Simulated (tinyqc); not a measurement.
Strain-driven roughening and islands of a mismatched epitaxial film: one step, computed by the program tinyqc.

Film and substrate share isotropic elastic constants; the film is coherent and biaxially strained.

Task: A ripple of given wavelength. A ripple A cos(k x) has the surface chemical potential per volume [gamma k^2 - 2 (1 + nu) w k] A cos(k x), so k_c = 2 (1 + nu) w/gamma. With surface diffusion the amplitude grows at the rate q = B k^2 [2 (1 + nu) w k - gamma k^2], fastest at k_m = (3/4) k_c. B is the surface mobility. Stress at the trough = stress x (1 + 2 k A).

Inputs (values chosen for the exercise, modelled on InAs on InP):

| quantity | value | unit |
|---|---|---|
| Poisson ratio nu | 0.3 | - |
| surface energy gamma | 0.691 | J/m^2 |
| surface mobility D_s nu_s Omega^2/(k_B T) | 4.5e-34 | m^6/(J s) |
| initial ripple amplitude A0 | 0.24 | nm |
| ripple wavelength over the critical one | 3.4 | - |

Transport: surface diffusion.

k_c = 0.4283403 1/nm

energy density w = 113.8397 MJ/m^3

growth time 1/q at k_m = 0.9057946 s

Give: k; rate q; q over the largest rate; stress concentration at A0.

Result:

k = 0.1260 1/nm

rate q = 0.1880 1/s

q over the largest rate = 0.1703

stress concentration at A0 = 1.060

The ripple grows.
